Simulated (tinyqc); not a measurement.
Worked calculation: Pariser-Parr-Pople SCF with singles CI, for the molecule C=CC=CC=CC(=C)Cl (SMILES; centres numbered as the heavy atoms are written). One step of it, computed by the program tinyqc.

Task: Iteration 2: Fock matrix. F_rr = H_rr + P_rr gamma_rr / 2 + sum_(s != r) P_ss gamma_rs; F_rs = H_rs - P_rs gamma_rs / 2; E = tr P (H + F) / 2 + core repulsion sum_(r<s) z_r z_s gamma_rs.

P after iteration 1:
```
            1C         2C         3C         4C         5C         6C         7C         8C
1C    1.000593   0.880231  -0.001085  -0.362536   0.002760   0.247186  -0.001697  -0.157134
2C    0.880231   0.999778   0.464439  -0.000591  -0.087722   0.000952   0.023872   0.000810
3C   -0.001085   0.464439   1.003302   0.786140  -0.004484  -0.340163   0.002145   0.198568
4C   -0.362536  -0.000591   0.786140   0.998970   0.492756  -0.001631  -0.078877  -0.002894
5C    0.002760  -0.087722  -0.004484   0.492756   1.012542   0.796019  -0.002413  -0.302855
6C    0.247186   0.000952  -0.340163  -0.001631   0.796019   0.990478   0.432736   0.012411
7C   -0.001697   0.023872   0.002145  -0.078877  -0.002413   0.432736   1.001147   0.795124
8C   -0.157134   0.000810   0.198568  -0.002894  -0.302855   0.012411   0.795124   1.202462
9Cl  -0.072897  -0.002338   0.090121   0.006173  -0.140525  -0.013266   0.402871  -0.388609

           9Cl
1C   -0.072897
2C   -0.002338
3C    0.090121
4C    0.006173
5C   -0.140525
6C   -0.013266
7C    0.402871
8C   -0.388609
9Cl   1.790729
```

core matrix H (eV):
```
             1C          2C          3C          4C          5C          6C          7C          8C
1C   -40.254073   -2.500000    0.000000    0.000000    0.000000    0.000000    0.000000    0.000000
2C    -2.500000  -46.714849   -2.500000    0.000000    0.000000    0.000000    0.000000    0.000000
3C     0.000000   -2.500000  -51.146944   -2.500000    0.000000    0.000000    0.000000    0.000000
4C     0.000000    0.000000   -2.500000  -53.551021   -2.500000    0.000000    0.000000    0.000000
5C     0.000000    0.000000    0.000000   -2.500000  -56.415007   -2.500000    0.000000    0.000000
6C     0.000000    0.000000    0.000000    0.000000   -2.500000  -56.247961   -2.500000    0.000000
7C     0.000000    0.000000    0.000000    0.000000    0.000000   -2.500000  -57.954449   -2.500000
8C     0.000000    0.000000    0.000000    0.000000    0.000000    0.000000   -2.500000  -47.078074
9Cl    0.000000    0.000000    0.000000    0.000000    0.000000    0.000000   -1.660000    0.000000

            9Cl
1C     0.000000
2C     0.000000
3C     0.000000
4C     0.000000
5C     0.000000
6C     0.000000
7C    -1.660000
8C     0.000000
9Cl  -59.411591
```

repulsion gamma_rs (eV):
```
            1C         2C         3C         4C         5C         6C         7C         8C
1C   11.130000   7.551343   5.238109   3.669790   2.868666   2.308006   1.948618   1.671635
2C    7.551343  11.130000   7.554085   5.239866   3.670416   2.868691   2.308235   1.948889
3C    5.238109   7.554085  11.130000   7.555362   5.239866   3.669996   2.868691   2.308421
4C    3.669790   5.239866   7.555362  11.130000   7.554085   5.238186   3.669542   2.868691
5C    2.868666   3.670416   5.239866   7.554085  11.130000   7.552910   5.238186   3.669996
6C    2.308006   2.868691   3.669996   5.238186   7.552910  11.130000   7.554085   5.239866
7C    1.948618   2.308235   2.868691   3.669542   5.238186   7.554085  11.130000   7.555362
8C    1.671635   1.948889   2.308421   2.868691   3.669996   5.239866   7.555362  11.130000
9Cl   1.918953   2.206662   2.776206   3.297749   4.730441   5.328110   7.825864   5.327607

           9Cl
1C    1.918953
2C    2.206662
3C    2.776206
4C    3.297749
5C    4.730441
6C    5.328110
7C    7.825864
8C    5.327607
9Cl  13.000000
```

Centres (angstrom, eV; a flat drawing with bonds scaled to 1.40 angstrom):
```
centre          x          y  core charge z          W   gamma_rr
1C       4.569000   0.364000              1  11.160000  11.130000
2C       3.389000  -0.391000              1  11.160000  11.130000
3C       2.146000   0.253000              1  11.160000  11.130000
4C       0.967000  -0.501000              1  11.160000  11.130000
5C      -0.276000   0.143000              1  11.160000  11.130000
6C      -1.456000  -0.611000              1  11.160000  11.130000
7C      -2.699000   0.033000              1  11.160000  11.130000
8C      -3.878000  -0.721000              1  11.160000  11.130000
9Cl     -2.762000   1.432000              2  26.000000  13.000000
```

Give: F; pi energy.

Result:

F (eV):
```
          1C       2C       3C       4C       5C       6C       7C       8C
1C   -5.6268  -5.8235   0.0028   0.6652  -0.0040  -0.2853   0.0017   0.1313
2C   -5.8235  -5.6181  -4.2542   0.0015   0.1610  -0.0014  -0.0276  -0.0008
3C    0.0028  -4.2542  -5.6625  -5.4698   0.0117   0.6242  -0.0031  -0.2292
4C    0.6652   0.0015  -5.4698  -5.6350  -4.3612   0.0043   0.1447   0.0042
5C   -0.0040   0.1610   0.0117  -4.3612  -5.8276  -5.5061   0.0063   0.5557
6C   -0.2853  -0.0014   0.6242   0.0043  -5.5061  -5.5913  -4.1345  -0.0325
7C    0.0017  -0.0276  -0.0031   0.1447   0.0063  -4.1345  -5.6966  -5.5037
8C    0.1313  -0.0008  -0.2292   0.0042   0.5557  -0.0325  -5.5037  -5.5732
9Cl   0.0699   0.0026  -0.1251  -0.0102   0.3324   0.0353  -3.2364   1.0352

          9Cl
1C     0.0699
2C     0.0026
3C    -0.1251
4C    -0.0102
5C     0.3324
6C     0.0353
7C    -3.2364
8C     1.0352
9Cl  -13.2576
```

pi energy = -143.3842 eV
